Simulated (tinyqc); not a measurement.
## Threshold-voltage variability of a planar MOSFET, analytic estimates: effect of the oxide-equivalent thickness in inversion

Three independent sources add in quadrature: random dopants in the depleted layer, metal-gate grains of two orientations, and roughness of the two gate edges acting through the roll-off VT = VT(long) - Vr exp(-L/l). These are first-order estimates: no three-dimensional electrostatics, no percolation.

ni = sqrt(Nc Nv) exp(-Eg/(2 Vt)), Eg in volts; Cox = 3.9 eps0/ti; Wd = sqrt(4 eps0 eps_r Vt ln(Na/ni)/(q Na)); dopants: s1 = (q/Cox) sqrt(Na Wd/(3 L W)). Grains: Ng = L W/G^2 (at least 1), s2 = dW sqrt(p (1 - p)/Ng). Edges, with exponential correlation and u = W/La: the mean gate length has sL^2 = 2 De^2 (2/u)[1 - (1 - exp(-u))/u]; s3 = sL (Vr/l) exp(-L/l). s = sqrt(s1^2 + s2^2 + s3^2). l and Vr are held fixed.

Parameters, values chosen for the exercise; material values close to those of silicon: temperature T = 293 K; band gap Eg = 1.11 eV; relative permittivity of the semiconductor eps_r = 11.8; conduction-band density of states at T Nc = 2.65e19 cm^-3; valence-band density of states at T Nv = 2.55e19 cm^-3; channel doping Na = 1.4e18 cm^-3; gate length L = 20 nm; gate width W = 86 nm; metal grain size G = 10 nm; work-function difference of the two grain orientations dW = 0.2 eV; share of the orientation of higher work function p = 0.6; rms roughness of one gate edge De = 1.6 nm; correlation length of the roughness La = 10 nm; decay length of the threshold roll-off l = 4.6 nm; prefactor of the roll-off Vr = 2.3 V.

Constants: q = 1.602176634e-19 C, kB = 1.380649e-23 J/K, Vt = kB T/q, eps0 = 8.8541878128e-14 F/cm where lengths are in cm. Results are converted to the units shown.

The same in every row: s2 (mV) = 23.62; s3 (mV) = 6.634.

Results:

| ti (nm) | s1 (mV) | s (mV) | s sqrt(L W) (mV um) |
|---|---|---|---|
| 0.8 | 10.58 | 26.72 | 1.108 |
| 1.6 | 21.16 | 32.40 | 1.344 |
| 2 | 26.45 | 36.08 | 1.496 |
| 2.4 | 31.74 | 40.12 | 1.664 |
| 2.8 | 37.03 | 44.42 | 1.842 |
| 3.2 | 42.32 | 48.92 | 2.029 |

Estimate the missing row, ti = 1.2 nm.

Computed row:

| ti (nm) | s1 (mV) | s (mV) | s sqrt(L W) (mV um) |
|---|---|---|---|
| 1.2 | 15.87 | 29.22 | 1.212 |

With this row back in the table: As ti goes from 0.8 to 3.2 nm, s rises from 26.7 to 48.9 mV. The largest source is the grains in the first row and the dopants in the last. s1 goes on average as ti^(1.00). In every row the depletion depth exceeds L, so source and drain share much of the charge and s1 is rough.

tinyqc, about 0.02 s, one thread, Intel Xeon 2.30GHz (shared host): `OMP_NUM_THREADS=1 python tinyqc.py 2090103 2090104 out.jsonl`
